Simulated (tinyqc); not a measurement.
Core-shell quantum dot (spherical envelope functions): sweeps and comparisons. A value that a table varies takes the place of the one given here.

Parabolic bands; strain and other valleys are left out. s states, u = r psi, hard wall at R + H, c = hbar^2/2m0, energies from the band edges of the core. Core: u = sin(k1 r)/k1, k1 = sqrt(m1 E/c). At R, psi and psi'/m are continuous, so u is continuous and its slope in the shell is s = u/R + (m2/m1)(u' - u/R). Shell: u(R + x) = u(R) cos(k2 x) + s sin(k2 x)/k2, k2 = sqrt(m2 (E - V)/c); for negative arguments the functions turn into sinh and cosh. A level has u(R + H) = 0.

Overlap = (integral of u_e u_h)^2 with normalised u. Coulomb integrals J_ab = (q/eps) double integral of u_a(r)^2 u_b(s)^2/max(r, s), q = e^2/(4 pi eps0), one eps everywhere. Exciton E = Eg + E_e + E_h - J_eh; first-order biexciton shift J_ee + J_hh - 2 J_eh (positive: repulsive).

Constants: hbar^2/2m0 = 3.80998211 eV angstrom^2; e^2/(4 pi eps0) = 14.39964547 eV angstrom; hc = 1239.841984 eV nm.

Values chosen for the exercise (near those of a Ge/Si core-shell dot; the results hold for these values, not for the real material): R = 25 angstrom (core radius); Vc = -0.049 eV (conduction edge of the shell above that of the core); Vv = 0.608 eV (hole barrier of the shell); me1 = 0.121 m0 (electron, core); me2 = 0.268 m0 (electron, shell); mh1 = 0.209 m0 (hole, core); mh2 = 0.4 m0 (hole, shell); Eg = 0.691 eV (gap of the core); eps = 14.3 (dielectric constant); Hs = (2, 6, 14, 23, 27, 46, 65) angstrom (shell thicknesses); H = 16 angstrom (shell thickness).

## Growing the shell

All quantities anew for each H.

Results:
```
H (angstrom)  E_e (eV)  E_h (eV)  electron in core  overlap  J_eh (meV)  E (eV)  biexciton shift (meV)
2               0.3525    0.2186             0.990    0.998        62.1   1.200                    0.0
6               0.2016    0.1715             0.892    0.970        53.3   1.011                    0.7
14              0.0886    0.1621             0.635    0.804        45.9   0.896                    4.0
23              0.0370    0.1618             0.407    0.567        39.7   0.850                    9.0
27              0.0230    0.1618             0.332    0.476        37.3   0.838                   11.3
46             -0.0127    0.1618             0.133    0.206        28.6   0.811                   20.6
65             -0.0275    0.1618             0.062    0.099        23.1   0.802                   26.9
```

How do the results move?

The line moves by -398 meV: the electron gives -380, the hole -57 and the weaker attraction +39 meV. Over the last step E_e moves by -14.7 meV and E_h by 0.0 meV; the electron level lies above the shell edge Vc, so at this thickness it still spreads with the shell; whether a thicker shell brings it below Vc depends on whether the core binds a level at all. The overlap goes from 0.998 to 0.099, which scales the radiative lifetime by 10.0 if the rate is proportional to it. Up to H = 6 angstrom E_e exceeds 0.15 Eg, where a parabolic band overstates it. In the thickest shell the electron is spread so far that the attraction of the hole, taken to first order here, would pull it back and raise the overlap.

## What each parameter does

All quantities anew. Each row changes one parameter from the base and keeps the others.

Results:
```
case             E (eV)  overlap  electron in core  biexciton shift (meV)
base              0.882    0.750             0.577                    5.1
R = 28 angstrom   0.852    0.754             0.618                    4.5
H = 21 angstrom   0.857    0.617             0.450                    7.9
Vc = -0.149 eV    0.838    0.662             0.491                    7.1
Vv = 0.456 eV     0.870    0.798             0.577                    4.1
me2 = 0.335 m0    0.864    0.728             0.556                    5.6
mh1 = 0.167 m0    0.899    0.787             0.577                    3.9
eps = 16.4        0.888    0.750             0.577                    4.4
```

How do the results move?

The largest shifts from the base row, up to three for each result and ties (the steps differ in size, so this ranks the rows, not the parameters). E (eV): Vc -0.044, R -0.030, H -0.025. overlap: H -0.133, Vc -0.088, Vv +0.047; unchanged at the printed digits by eps. electron in core: H -0.127, Vc -0.086, R +0.041; unchanged at the printed digits by Vv, mh1 and eps. biexciton shift (meV): H +2.8, Vc +2.0, mh1 -1.2.

(tinyqc, `OMP_NUM_THREADS=1 python tinyqc.py 1251293 1251294 out.jsonl`, Intel(R) Xeon(R) Processor @ 2.30GHz, 1 thread, shared host, about 0.07 s.)
